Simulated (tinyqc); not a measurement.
Critical temperature from a phonon spectrum: McMillan, Allen-Dynes and the linearised Eliashberg equation: one step, computed by the program tinyqc. Command: `OMP_NUM_THREADS=1 python tinyqc.py 3012881 3012882 out.jsonl eliashberg walk`. One thread of a shared host (Intel(R) Xeon(R) Processor @ 2.30GHz), about 0.02 s of CPU time with the checks.

alpha^2 F(omega) = sum_i (lambda_i omega_i/2) delta(omega - omega_i), so that lambda = 2 int alpha^2 F/omega d omega = sum_i lambda_i.

Question. The small kernel at the trial temperature. Linearised Eliashberg equation at omega_n = (2n + 1) pi k_B T, n = 0..N-1: lambda(j) = sum_i lambda_i omega_i^2/(omega_i^2 + (2 pi j k_B T)^2); K_mn = lambda(m - n) + lambda(m + n + 1) - 2 mu*(N) - delta_mn [2m + 1 + lambda(0) + 2 sum_(j=1..m) lambda(j)], with 1/mu*(N) = 1/mu* + ln(omega_rms/omega_N), omega_N = (2N + 1) pi k_B T. T_c is where the largest eigenvalue rho of K is zero.

Inputs (values chosen for the exercise, for a model metal):
```
quantity                                value  unit
peak energy omega_1                      48.1   meV
coupling lambda_1                       0.343     -
peak energy omega_2                      91.3   meV
coupling lambda_2                       0.316     -
Coulomb pseudopotential mu*              0.08     -
trial temperature                        44.3     K
Matsubara points N in the small matrix      6     -
```

Peaks in alpha^2 F: two.

omega_rms = 72.11993 meV

Constants: k_B = 8.617333262e-05 eV/K.

Give: lambda(j), j = 0, 1, ...; mu*(N); K.

Answer.

lambda(j), j = 0, 1, ...: 0.6590  0.5703  0.4196  0.3008  0.2191  0.1635  0.1251  0.0981  0.0786  0.0642  0.0533  0.0448

mu*(N) = 0.08526

K:
```
       1      2      3      4       5       6
1  -0.60   0.82   0.55   0.35    0.21    0.12
2   0.82  -4.01   0.62   0.41    0.26    0.15
3   0.55   0.62  -6.99   0.52    0.35    0.21
4   0.35   0.41   0.52  -9.65    0.48    0.31
5   0.21   0.26   0.35   0.48  -12.13    0.45
6   0.12   0.15   0.21   0.31    0.45  -14.47
```
